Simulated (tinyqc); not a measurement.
Nudged elastic band on a two-dimensional model surface. Changing the step factor eta. Computed by tinyqc, a small Python program. Command: `OMP_NUM_THREADS=1 python tinyqc.py 3017473 3017474 out.jsonl neb sweep`. One thread of a shared host (Intel(R) Xeon(R) Processor @ 2.30GHz), about 0.2 s of CPU time with the checks.

V(x, y) = h u^2 + t x + (kappa/2)(y + c u)^2 with u = x^2/w^2 - 1; the path runs from the minimum near (-w, 0) to that near (w, 0).

Inputs (values chosen for the exercise, for a model surface):

| quantity | value | unit |
|---|---|---|
| height h | 0.95 | eV |
| half width w | 1.2 | angstrom |
| transverse stiffness kappa | 2.2 | eV/angstrom^2 |
| curvature c | 0.49 | angstrom |
| tilt t | 0.13 | eV/angstrom |
| movable images n | 4 | - |
| spring constant k_s | 2.5 | eV/angstrom^2 |
| iteration cap | 600 | - |

Surface: curved double well. Climbing image: on.

Method:
- Newton steps x(new) = x - H^-1 grad V (moves limited to 0.3 angstrom) from (-w, 0), (w, 0) and (0, c) give the two minima and the saddle.
- Tangent at image i: towards the higher neighbour if the energies rise or fall through i; at a maximum or minimum, tau = t+ dmax + t- dmin if V(i+1) > V(i-1), else t+ dmin + t- dmax, with t+ = R(i+1) - R(i), t- = R(i) - R(i-1) and dmax, dmin the larger and smaller of |V(i+1) - V(i)| and |V(i-1) - V(i)|; then normalise. Force F = -grad V + (grad V.tau) tau + k_s (|t+| - |t-|) tau.
- With a climbing image, the highest image feels instead F = -grad V + 2 (grad V.tau) tau and no spring.
- Update R(new) = R + eta F; the end points stay fixed.
- Start on the straight line; stop when the largest force is below 1e-4 or above 1e6 eV/angstrom.

One run for each value:

| step factor eta (angstrom^2/eV) | iterations | energy of the highest image (eV) |
|---|---|---|
| 0.014 | 313 | 1.111 |
| 0.019 | 230 | 1.111 |
| 0.026 | 167 | 1.111 |
| 0.035 | 123 | 1.111 |
| 0.048 | 89 | 1.111 |
| 0.065 | 65 | 1.111 |
| 0.089 | 46 | 1.111 |
| 0.120 | 33 | 1.111 |
| 0.170 | 22 | 1.111 |

Describe and explain the trends.

Over the rows, iterations falls from 313 to 22.0 (exponent d ln y / d ln x -1.0 between the first rows and -1.2 between the last). While the steps are short the count falls about as 1/eta; the converged energy does not depend on eta.

Extremes, crossings and ranges named in words are read from the listed rows.
